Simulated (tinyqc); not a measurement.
Bandgap voltage reference from two bipolar transistors: two steps of the calculation.

Two transistors of area 1 and N carry the same current I. Is(T) = Is (T/T0)^eta exp[(Vg0 q/kB)(1/T0 - 1/T)], VBE1 = Vt ln(I/Is(T)) + I rb, VBE2 = Vt ln(I/(N Is(T))) + I rb/N. The amplifier forces I R1(T) = VBE1 - VBE2 + Vos, with R(T) = R (1 + tc (T - T0)) for both resistors, and the output is Vref = VBE1 + I R2(T). Base currents and the Early effect are neglected.

Parameters, values chosen for the exercise; values of the order met in silicon bipolar transistors:
- T0 = 300 K (reference temperature)
- Vg0 = 1.16 V (band-gap voltage extrapolated to 0 K)
- eta = 4 (temperature exponent of the saturation current)
- Is = 9.9e-18 A (saturation current of the unit transistor at T0)
- N = 8 (area ratio of the second transistor)
- R1 = 17 kohm (resistor across which the difference of VBE falls, at T0)
- tc = 1900 ppm/K (temperature coefficient of both resistors)
- Vos = 0 mV (offset of the amplifier)
- rb = 0 ohm (series resistance of the unit transistor)
- R2 = 184.8 kohm (output resistor at T0)
- T = 333 K (temperature)

Constants: q = 1.602176634e-19 C, kB = 1.380649e-23 J/K. Results are converted to the units shown.

Task 1. Operating point at another temperature. Vt = kB T/q; I = (Vt ln N + Vos)/(R1(T) - rb (1 - 1/N)).

Give: Vt; I; Is(T); VBE1; I R2; Vref.

Result 1.

Vt = 0.028696 V
I = 3.3030 uA
Is(T) = 1.2826e-15 A
VBE1 = 0.62181 V
I R2 = 0.64866 V
Vref = 1.2705 V

From T0 to T, VBE1 changes by -63.0 mV and I R2 by 64.3 mV, which leaves 1.28 mV in Vref.

Task 2. Resistor for zero slope at T0, ideal case. With tc = 0, Vos = 0 and rb = 0 the current is proportional to T, dVBE/dT = (VBE - Vg0 - (eta - 1) Vt)/T, and Vref has zero slope at T0 when Vref = Vg0 + (eta - 1) Vt0. Find VBE1, its slope, that Vref, R2/R1 and the curvature d2Vref/dT2 = -(eta - 1) kB/(q T0).

Give: VBE1; dVBE/dT; Vref; R2/R1; curvature.

Result 2.

VBE1 = 0.6848 V
dVBE/dT = -1.842 mV/K
Vref = 1.238 V
R2/R1 = 10.28
curvature = -0.8617 uV/K^2

Numbers from tinyqc (`OMP_NUM_THREADS=1 python tinyqc.py 2062180 2062181 out.jsonl`; about 0.02 s on one thread of a shared Intel Xeon 2.30GHz).
